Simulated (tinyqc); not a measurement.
UHF in the 3-21g basis, for H2, spin multiplicity 3, step by step. One step of it, computed by the program tinyqc.

Problem. Iteration 6 (converged): orbitals. Diagonalise F' = X^T F X, C = X C', fill 2 alpha and 0 beta electrons from the bottom; D(s) = C_occ C_occ^T. Each column has its largest component positive (the first on a tie).

converged F(alpha) (hartree), order 1H 1s, 1H 2s, 2H 1s, 2H 2s:
```
[[-0.168215, -0.659250, -0.399153, -0.477668],
 [-0.659250, -0.507690, -0.477668, -0.466346],
 [-0.399153, -0.477668, -0.168215, -0.659250],
 [-0.477668, -0.466346, -0.659250, -0.507690]]
```

converged F(beta) (hartree), order 1H 1s, 1H 2s, 2H 1s, 2H 2s:
```
[[0.554777, -0.082973, -0.165899, -0.120453],
 [-0.082973, 0.051726, -0.120453, -0.029331],
 [-0.165899, -0.120453, 0.554777, -0.082973],
 [-0.120453, -0.029331, -0.082973, 0.051726]]
```

X, order 1H 1s, 1H 2s, 2H 1s, 2H 2s:
```
[[-0.677958, 0.866960, 0.697747, 0.272797],
 [1.652785, -0.678405, 0.286210, 0.348618],
 [0.677958, 0.866960, -0.697747, 0.272797],
 [-1.652785, -0.678405, -0.286210, 0.348618]]
```

Give: F' = X^T F X; orbital energies; coefficients C; F' = X^T F X; orbital energies; coefficients C; D(alpha) after iteration 6; D(beta) after iteration 6.

Solution.

F' = X^T F X (alpha) (hartree):
```
[[0.8003, 0.0000, -0.6059, 0.0000],
 [0.0000, 0.9253, 0.0000, -0.0741],
 [-0.6059, 0.0000, 0.0730, 0.0000],
 [0.0000, -0.0741, 0.0000, -0.7537]]
```

orbital energies (alpha) (hartree): [-0.7570, -0.2700, 0.9285, 1.1433]

coefficients C (alpha), order 1H 1s, 1H 2s, 2H 1s, 2H 2s:
```
[[0.3107, 0.2732, 0.8541, -0.9337],
 [0.3184, 1.0633, -0.6931, 1.2973],
 [0.3107, -0.2732, 0.8541, 0.9337],
 [0.3184, -1.0633, -0.6931, -1.2973]]
```

F' = X^T F X (beta) (hartree):
```
[[0.9373, 0.0000, -0.5332, 0.0000],
 [0.0000, 1.0838, 0.0000, 0.1257],
 [-0.5332, 0.0000, 0.7449, 0.0000],
 [0.0000, 0.1257, 0.0000, -0.0141]]
```

orbital energies (beta) (hartree): [-0.0283, 0.2993, 1.0980, 1.3830]

coefficients C (beta), order 1H 1s, 1H 2s, 2H 1s, 2H 2s:
```
[[0.1737, 0.1006, 0.8921, -0.9677],
 [0.4226, 1.2795, -0.6350, 1.0847],
 [0.1737, -0.1006, 0.8921, 0.9677],
 [0.4226, -1.2795, -0.6350, -1.0847]]
```

D(alpha) after iteration 6, order 1H 1s, 1H 2s, 2H 1s, 2H 2s:
```
[[0.1711, 0.3894, 0.0219, -0.1916],
 [0.3894, 1.2321, -0.1916, -1.0293],
 [0.0219, -0.1916, 0.1711, 0.3894],
 [-0.1916, -1.0293, 0.3894, 1.2321]]
```

D(beta) after iteration 6, order 1H 1s, 1H 2s, 2H 1s, 2H 2s:
```
[[0.0000, 0.0000, 0.0000, 0.0000],
 [0.0000, 0.0000, 0.0000, 0.0000],
 [0.0000, 0.0000, 0.0000, 0.0000],
 [0.0000, 0.0000, 0.0000, 0.0000]]
```
